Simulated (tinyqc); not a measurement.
Hueckel theory of the pi electrons, for the molecule O=Cc1cc(C=O)c2ccoc2c1 (SMILES; centres numbered as the heavy atoms are written), step by step. Computed by tinyqc, a small Python program that keeps every step. Settings: charge = 0. Command: `OMP_NUM_THREADS=1 python tinyqc.py 29436 29437 out.jsonl` (the two numbers bound the seeds that draw the settings). One thread of a shared host (Intel(R) Xeon(R) Processor @ 2.60GHz), about 0.01 s of CPU time with the checks.

## The Hueckel matrix

Centres:
```
centre,"z_r, pi electrons of the neutral centre",h
1O,1,1.00000
2C,1,0.00000
3C,1,0.00000
4C,1,0.00000
5C,1,0.00000
6C,1,0.00000
7O,1,1.00000
8C,1,0.00000
9C,1,0.00000
10C,1,0.00000
11O,2,2.00000
12C,1,0.00000
13C,1,0.00000
```

Bonds:
```
i,j,k
1,2,1.00000
2,3,1
3,4,1
4,5,1
5,6,1
6,7,1
5,8,1
8,9,1
9,10,1
10,11,0.80000
11,12,0.80000
12,13,1
13,3,1
12,8,1
```

H_rr = alpha + h_r beta, H_rs = k_rs beta for bonded centres.

Hueckel matrix in units of beta (H = alpha + beta A), lower triangle:
```
,1O,2C,3C,4C,5C,6C,7O,8C,9C,10C,11O,12C,13C
1O,1.00000
2C,1.00000,0.00000
3C,0.00000,1.00000,0.00000
4C,0.00000,0.00000,1.00000,0.00000
5C,0.00000,0.00000,0.00000,1.00000,0.00000
6C,0.00000,0.00000,0.00000,0.00000,1.00000,0.00000
7O,0.00000,0.00000,0.00000,0.00000,0.00000,1.00000,1.00000
8C,0.00000,0.00000,0.00000,0.00000,1.00000,0.00000,0.00000,0.00000
9C,0.00000,0.00000,0.00000,0.00000,0.00000,0.00000,0.00000,1.00000,0.00000
10C,0.00000,0.00000,0.00000,0.00000,0.00000,0.00000,0.00000,0.00000,1.00000,0.00000
11O,0.00000,0.00000,0.00000,0.00000,0.00000,0.00000,0.00000,0.00000,0.00000,0.80000,2.00000
12C,0.00000,0.00000,0.00000,0.00000,0.00000,0.00000,0.00000,1.00000,0.00000,0.00000,0.80000,0.00000
13C,0.00000,0.00000,1.00000,0.00000,0.00000,0.00000,0.00000,0.00000,0.00000,0.00000,0.00000,1.00000,0.00000
```

## Orbitals

pi electrons, sum of z_r less the charge = 14

Diagonalise; E = alpha + x beta with beta < 0, so the largest x are filled first; degenerate levels share their electrons. P = sum n_i c_ri c_si; each orbital has its largest coefficient positive (the first on a tie).

x values: 2.73734  2.18513  1.90009  1.51972  1.27296  0.90619  0.69264  -0.33320  -0.44399  -1.12245  -1.34599  -1.67046  -2.29799

occupations: 2.00000  2.00000  2.00000  2.00000  2.00000  2.00000  2.00000  0.00000  0.00000  0.00000  0.00000  0.00000  0.00000

coefficients:
```
,MO1,MO2,MO3,MO4,MO5,MO6,MO7,MO8,MO9,MO10,MO11,MO12,MO13
1O,0.03509,-0.24038,0.47032,0.37084,0.50537,-0.08234,-0.28732,0.24747,0.35764,-0.15146,0.00148,0.14946,0.05564
2C,0.06096,-0.28488,0.42334,0.19273,0.13795,0.00772,0.08831,-0.32993,-0.51643,0.32147,-0.00347,-0.39912,-0.18350
3C,0.13179,-0.38213,0.33405,-0.07794,-0.32977,0.08934,0.34849,-0.13754,-0.12836,-0.20937,0.00319,0.51726,0.36603
4C,0.11084,-0.35814,0.02326,-0.13260,-0.20207,0.48961,0.04485,-0.09579,0.53041,0.11644,0.32013,-0.17247,-0.34996
5C,0.17162,-0.40045,-0.28986,-0.12359,0.07254,0.35434,-0.31742,0.16946,-0.10714,0.07867,-0.43408,-0.22915,0.43818
6C,0.07939,-0.29855,-0.36734,0.30562,-0.03034,0.03064,-0.08044,0.40649,-0.43106,-0.12080,0.47196,0.17682,-0.21966
7O,0.04570,-0.25191,-0.40811,0.58804,-0.11116,-0.32658,0.26171,-0.30490,0.29852,0.05691,-0.20118,-0.06621,0.06661
8C,0.27955,-0.21835,-0.20669,-0.36083,0.32475,-0.19915,-0.18427,-0.36716,-0.05178,-0.08395,-0.20782,0.37845,-0.43730
9C,0.20818,-0.03932,-0.12629,-0.23133,0.46383,-0.06815,0.46332,-0.02754,0.02087,-0.42156,0.28500,-0.37433,0.22572
10C,0.29032,0.13243,-0.03327,0.00927,0.26568,0.13739,0.50519,0.37634,0.04251,0.55713,-0.17578,0.24686,-0.08140
11O,0.73317,0.41087,0.07883,0.30677,-0.15704,0.24082,-0.14176,-0.12232,-0.04968,-0.25474,-0.06050,-0.04755,-0.04832
12C,0.38542,-0.03735,0.02343,-0.19344,-0.12296,-0.46665,-0.27353,-0.01958,0.10926,0.43712,0.42881,-0.02870,0.34101
13C,0.18894,-0.19197,0.18814,-0.17857,-0.35565,-0.41638,0.10822,0.47155,0.04301,-0.20290,-0.32095,-0.29247,-0.30768
```

charge and bond-order matrix P, lower triangle:
```
,1O,2C,3C,4C,5C,6C,7O,8C,9C,10C,11O,12C,13C
1O,1.52495
2C,0.76981,0.65625
3C,-0.09890,0.45853,1.03845
4C,-0.20716,0.14588,0.59114,0.88247
5C,0.03762,-0.07455,-0.02889,0.63336,1.04137
6C,0.04074,-0.03553,-0.07455,0.16835,0.47215,0.66420
7O,-0.03241,0.04074,0.03762,-0.23576,-0.10502,0.76156,1.53078
8C,0.12948,-0.10162,-0.21949,-0.03834,0.50280,0.10380,-0.15867,0.95564
9C,-0.04307,0.06044,0.04144,-0.08284,-0.04181,-0.09894,0.05377,0.51036,1.09759
10C,-0.11212,0.09999,0.15307,0.03797,-0.17423,-0.09184,0.11350,0.04320,0.81044,0.89540
11O,0.03868,-0.02436,-0.06812,0.07710,0.03893,0.04776,-0.04014,-0.16916,-0.19874,0.37448,1.81884
12C,0.03332,-0.07590,-0.01699,-0.26721,0.02154,-0.02908,-0.00362,0.56853,-0.05693,-0.26119,0.31088,0.99124
13C,-0.20301,0.13743,0.58564,-0.01879,-0.26171,-0.12409,0.15808,0.13553,-0.04402,-0.15102,-0.08012,0.65476,0.90282
```

## Energy, charges, bond orders

E = sum n x; q_r = z_r - P_rr; bond order p = P_rs; free valence = sqrt(3) - sum of p over the bonds of the atom.

pi energy = 14 alpha + this times beta = 22.42815

pi charges: 1O -0.52495, 2C 0.34375, 3C -0.03845, 4C 0.11753, 5C -0.04137, 6C 0.33580, 7O -0.53078, 8C 0.04436, 9C -0.09759, 10C 0.10460, 11O 0.18116, 12C 0.00876, 13C 0.09718

Bond orders and lengths from R = 1.517 - 0.180 p (angstrom, C-C alone):
```
bond,p,R
1-2,0.76981,-
2-3,0.45853,1.43446
3-4,0.59114,1.41059
4-5,0.63336,1.40300
5-6,0.47215,1.43201
6-7,0.76156,-
5-8,0.50280,1.42650
8-9,0.51036,1.42514
9-10,0.81044,1.37112
10-11,0.37448,-
11-12,0.31088,-
12-13,0.65476,1.39914
13-3,0.58564,1.41158
12-8,0.56853,1.41467
```

free valence of the carbons: 2C 0.50371, 3C 0.09673, 4C 0.50755, 5C 0.12374, 6C 0.49834, 8C 0.15037, 9C 0.41125, 10C 0.54713, 12C 0.19789, 13C 0.49165

gap between the highest filled and the next level = 1.02584 |beta|
